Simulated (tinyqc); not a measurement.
## Schottky emission and Poole-Frenkel conduction in an insulator, and how to tell them apart: effect of temperature

Schottky emission (electrode-limited): J = As T^2 exp[-(pb - b sqrt(F))/Vt], b = sqrt(q/(4 pi eps0 ei)). Poole-Frenkel emission (bulk-limited): J = s0 F exp[-(pt - 2 b sqrt(F))/Vt]. F in V/cm.

Both formulas at the same field.

Values chosen for this exercise; dielectric values close to those of silicon nitride: high-frequency relative permittivity ei = 4.18; trap depth pt = 1.07 eV; Poole-Frenkel prefactor s0 = 4.2 S/cm; electrode barrier pb = 1.57 eV; Richardson constant As = 42 A/(cm^2 K^2); field F = 1.9 MV/cm.

Constants: q = 1.602176634e-19 C, kB = 1.380649e-23 J/K, Vt = kB T/q, eps0 = 8.8541878128e-14 F/cm where lengths are in cm. Results are converted to the units shown.

Results:

| T (K) | J, Schottky (A/cm^2) | J, Poole-Frenkel (A/cm^2) | ratio |
|---|---|---|---|
| 225 | 7.7925e-24 | 2.4893e-6 | 3.1303e-18 |
| 300 | 3.1662e-16 | 0.0033309 | 9.5055e-14 |
| 340 | 1.6089e-13 | 0.042269 | 3.8064e-12 |
| 380 | 2.2576e-11 | 0.31418 | 7.1855e-11 |
| 420 | 1.2604e-9 | 1.5937 | 7.9085e-10 |
| 475 | 1.0797e-7 | 9.5092 | 1.1354e-8 |

Estimate the missing row, T = 260 K.

Computed row:

| T (K) | J, Schottky (A/cm^2) | J, Poole-Frenkel (A/cm^2) | ratio |
|---|---|---|---|
| 260 | 9.5452e-20 | 1.2011e-4 | 7.9472e-16 |

With this row back in the table: The Schottky current grows by 16.1 decades and the Poole-Frenkel current by 6.58, as their lowered barriers are 1.31 and 0.558 eV. A tunnelling current would hardly change over this range. For T = 225, 260, 300, 340 a Fowler-Nordheim estimate for tunnelling through pb with a mass of 0.4 m0 exceeds the Schottky current, so tunnelling, left out here, would compete.

Numbers from tinyqc (`OMP_NUM_THREADS=1 python tinyqc.py 2370075 2370076 out.jsonl`; about 0.01 s on one thread of a shared Intel Xeon 2.30GHz).
